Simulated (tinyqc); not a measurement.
Strained quantum well: band edges, subbands and transparency: sweeps and comparisons. A value that a table varies takes the place of the one given here.

Growth on (001), barriers unstrained: tr(e) = e (2 - nu2), Z = b e (1 + nu2); Ec = Ev + Eg + ac tr(e), E_HH = Ev + av tr(e) + Z, E_LH = Ev + av tr(e) - Z (coupling to the split-off band left out).

Masses along z: me, 1/(g1 - 2 g2) for HH, 1/(g1 + 2 g2) for LH, likewise in the barrier; in the plane me, 1/(g1 + g2) for HH and 1/(g1 - g2) for LH (no mixing, which understates the hole masses away from k = 0). Level n solves k L + 2 atan[(k/m)/(kappa/mb)] = n pi, k = sqrt(m E/c), kappa = sqrt(mb (V - E)/c), c = hbar^2/2m0.

Transparency (Bernard-Duraffourg): Fc - Fv equals the lowest transition energy with n = p, n = sum m/(2 pi c) kB T ln(1 + exp((Fc - E)/kB T)) and p likewise over the listed subbands; c = hbar^2/2m0, 1/angstrom^2 = 1e16/cm^2.

Constants: hbar^2/2m0 = 3.80998211 eV angstrom^2; kB = 8.617333262e-05 eV/K; hc = 1239.841984 eV nm.

Inputs chosen for the exercise (near those of an InGaAs/InP well; not measured data):
- nu2 = 1.028 (2 C12/C11)
- Eg = 0.546 eV (unstrained gap of the well)
- Ev = -0.573 eV (its valence edge)
- ac = -5.69 eV
- av = 1.05 eV (Ev moves by av tr(e))
- b = -1.86 eV (shear potential)
- Egb = 1.355 eV (gap of the barrier)
- Evb = -0.94 eV (its valence edge)
- L = 94 angstrom (well width)
- me = 0.036 m0 (electron mass)
- g1 = 16.22 (gamma1)
- g2 = 6.63 (gamma2)
- meb = 0.08 m0
- g1b = 5.08
- g2b = 1.6
- T = 300 K (temperature)
- es = (-0.02, -0.014, -0.008, -0.003, 0, 0.003, 0.007, 0.012) (strains)
- e = -0.0119 (strain in the plane)
- Ls = (25, 35, 50, 65, 85, 110, 150) angstrom (widths)

## Strain as a design knob

Only the strain is changed; the unstrained gap and the masses are kept.

Results:

| e (%) | wavelength (nm) | top hole | hh1 - lh1 (meV) | n_tr (1e12/cm^2) | share in top |
|---|---|---|---|---|---|
| -2.0 | 1877 | hh1 | 182 | 0.355 | 0.69 |
| -1.4 | 1921 | hh1 | 139 | 0.356 | 0.68 |
| -0.8 | 1967 | hh1 | 95 | 0.363 | 0.65 |
| -0.3 | 2008 | hh1 | 58 | 0.386 | 0.57 |
| 0.0 | 2034 | hh1 | 36 | 0.419 | 0.47 |
| 0.3 | 2060 | hh1 | 14 | 0.477 | 0.34 |
| 0.7 | 2150 | lh1 | -15 | 0.499 | 0.74 |
| 1.2 | 2353 | lh1 | -52 | 0.457 | 0.91 |

How do the results move?

n_tr is largest at e = +0.7 % (0.50), where hh1 - lh1 = -15 meV and the top subband holds 74 % of the holes, and smallest, 0.35, at -2.0 and -1.4 %. The top hole level turns from hh to lh, and the light from TE to TM, between +0.3 and +0.7 %. The wavelength runs from 1877 to 2353 nm.

## Width of the well

All levels anew.

Results:

| L (angstrom) | wavelength (nm) | top hole | hh1 - lh1 (meV) | n_tr (1e12/cm^2) | share in top | n_tr/L (1e18/cm^3) |
|---|---|---|---|---|---|---|
| 25 | 1442 | hh1 | 174 | 0.297 | 1.00 | 1.19 |
| 35 | 1583 | hh1 | 165 | 0.298 | 0.99 | 0.85 |
| 50 | 1729 | hh1 | 150 | 0.306 | 0.94 | 0.61 |
| 65 | 1826 | hh1 | 138 | 0.321 | 0.85 | 0.49 |
| 85 | 1910 | hh1 | 127 | 0.346 | 0.72 | 0.41 |
| 110 | 1975 | hh1 | 118 | 0.379 | 0.60 | 0.34 |
| 150 | 2034 | hh1 | 109 | 0.437 | 0.47 | 0.29 |

What does this show?

The wavelength tunes by 592 nm. The sheet density at transparency changes from 0.30 to 0.44, the top hole subband holding 1.00 and 0.47 of the holes at the ends, while the volume density falls by a factor 4.1. Critical thickness and carrier escape are left out.

## What each parameter does

Edge wavelength, hh1 - lh1 and n_tr. Each row changes one parameter from the base and keeps the others.

Results:

| case | wavelength (nm) | hh1 - lh1 (meV) | n_tr (1e12/cm^2) |
|---|---|---|---|
| base | 1936.9 | 123.3 | 0.357 |
| L = 104 angstrom | 1962.0 | 119.7 | 0.371 |
| e = -0.0139 | 1921.7 | 137.8 | 0.356 |
| Eg = 0.526 eV | 1996.5 | 123.3 | 0.357 |
| b = -2.14 eV | 1957.5 | 136.4 | 0.356 |
| ac = -5.12 eV | 1956.1 | 123.3 | 0.357 |
| me = 0.0396 m0 | 1942.7 | 123.3 | 0.377 |
| g1 = 17.19 | 1930.3 | 121.5 | 0.338 |
| T = 340 K | 1936.9 | 123.3 | 0.418 |

What can be read from the table?

The largest shifts from the base row, up to three for each result and ties (the steps differ in size, so this ranks the rows, not the parameters). wavelength (nm): Eg +59.6, L +25.1, b +20.6; unchanged at the printed digits by T. hh1 - lh1 (meV): e +14.6, b +13.1, L -3.6; unchanged at the printed digits by Eg, ac, me and T. n_tr (1e12/cm^2): T +0.060, me +0.020, g1 -0.019; unchanged at the printed digits by Eg and ac.

(tinyqc, `OMP_NUM_THREADS=1 python tinyqc.py 1280372 1280373 out.jsonl`, Intel(R) Xeon(R) Processor @ 2.30GHz, 1 thread, shared host, about 0.04 s.)
